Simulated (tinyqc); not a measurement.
Raising U: Hubbard chain of 2 sites, mean field against exact. Computed by the program tinyqc. Collinear unrestricted mean field (the lowest of 40 random starts) against exact diagonalisation.

one-body matrix (hopping and site energies) (eV):
```
         1        2
1   0.0000  -1.3200
2  -1.3200   0.0000
```

electrons, up and down: 1  1

Exact and mean-field results (eV):

| U | U/t | E exact | E mean field | mean \|n_up - n_down\| | double occupancy, exact | first gap in the sector |
|---|---|---|---|---|---|---|
| 0.6600 | 0.5000 | -2.330545 | -2.310000 | 0.0000 | 0.2190 | 2.3305 |
| 1.3200 | 1.0000 | -2.061250 | -1.980000 | 0.0000 | 0.1894 | 2.0612 |
| 2.6400 | 2.0000 | -1.631610 | -1.320000 | 0.0005 | 0.1382 | 1.6316 |
| 3.9600 | 3.0000 | -1.320000 | -0.880000 | 0.7454 | 0.1000 | 1.3200 |
| 5.2800 | 4.0000 | -1.093524 | -0.660000 | 0.8660 | 0.0732 | 1.0935 |
| 7.9200 | 6.0000 | -0.799328 | -0.440000 | 0.9428 | 0.0420 | 0.7993 |
| 10.5600 | 8.0000 | -0.623219 | -0.330000 | 0.9682 | 0.0264 | 0.6232 |
| 15.8400 | 12.0000 | -0.428413 | -0.220000 | 0.9860 | 0.0128 | 0.4284 |
| 26.4000 | 20.0000 | -0.261412 | -0.132000 | 0.9950 | 0.0049 | 0.2614 |

What does the comparison show, and why?

In absolute terms mean field is worst at U/t = 3.0, 0.440 eV too high: at small U it is nearly exact, and at large U it misses only exchange-scale energies. For the symmetric dimer the instability lies at U = 2t. Its local moments set in at U/t = 3.0 of those listed, a broken symmetry that the exact state of a finite cluster with equal spins does not have. Relative to the exact energy its error is 0.9 % at the smallest U, 50 % at most and 50 % at the largest. The double occupancy falls from 0.219 to 0.005; at the largest U the first gap is 0.99 times the exchange scale 4t^2/U.
